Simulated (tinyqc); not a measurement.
On-chip interconnect, size-dependent resistivity and RC delay: two steps of the calculation.

A rectangular line between two neighbours and two ground planes. Surface and grain-boundary scattering are added to the bulk resistivity as corrections; capacitances are parallel-plate values without fringing; inductance is ignored.

Values chosen for this exercise; metal values close to those of copper: bulk resistivity rho0 = 1.63 uohm cm; bulk mean free path lam = 40.6 nm; specular share of surface scattering ps = 0; reflection coefficient of grain boundaries Rg = 0.29; grain size over the metal width gr = 1; drawn line width wd = 17 nm; aspect ratio, height over width AR = 1.6; liner on both walls and the bottom, not conducting tl = 1.8 nm; space to the neighbouring lines sp = 17 nm; dielectric height to the planes above and below hd = 39 nm; relative permittivity of the dielectric ek = 2.2; Miller factor of the neighbours Mf = 2; driver resistance Rd = 380 ohm; time step dt = 220 ps.

Constants: eps0 = 8.8541878128e-12 F/m. Results are converted to the units shown.

Task 1. Resistivity, resistance and capacitance per length. Metal width x = wd - 2 tl, height y = AR wd - tl; grain boundaries (Mayadas-Shatzkes): al = (lam/(gr x)) Rg/(1 - Rg), g = 1/[1 - 3 al/2 + 3 al^2 - 3 al^3 ln(1 + 1/al)] - 1; surfaces (Fuchs-Sondheimer, thick limit): s = (3/8) lam (1 - ps)(1/x + 1/y); rho = rho0 (1 + g + s); r = rho/(x y); c = eps0 ek (2 wd/hd + 2 Mf AR wd/sp).

Find: x; y; al; g; s; rho; r; c.

Result 1.

x = 13.40 nm
y = 25.40 nm
al = 1.238
g = 1.697
s = 1.736
rho = 7.226 uohm cm
r = 212.3 ohm/um
c = 0.1416 fF/um

Task 2. Node voltages after a time step. A 1 V step is applied behind Rd at t = 0. C dv/dt = -G v + b, with G the conductance matrix of the ladder (1/Rs between neighbours, 1/Rd added at node 0) and b = (1 V/Rd, 0, ...). Backward Euler step: (C/dt + G) v(new) = (C/dt) v + b.

Rs = 10614.993 ohm

```
node     C (fF)  v at t = 0 (V)
0     3.5412211               0
1     7.0824421               0
2     7.0824421               0
3     7.0824421               0
4     7.0824421               0
5     7.0824421               0
6     3.6182211               0
```

Find: v at t = 1 dt.

Result 2.

v at t = 1 dt, node 0 to 6 (V): 0.97870  0.55103  0.31166  0.17878  0.10701  0.07180  0.06113

Range of the model: The metal width is under the mean free path, where the thick-limit surface term and the simple sum of corrections lose accuracy.

Numbers from tinyqc (`OMP_NUM_THREADS=1 python tinyqc.py 2100035 2100036 out.jsonl`; about 0.01 s on one thread of a shared Intel Xeon 2.30GHz).
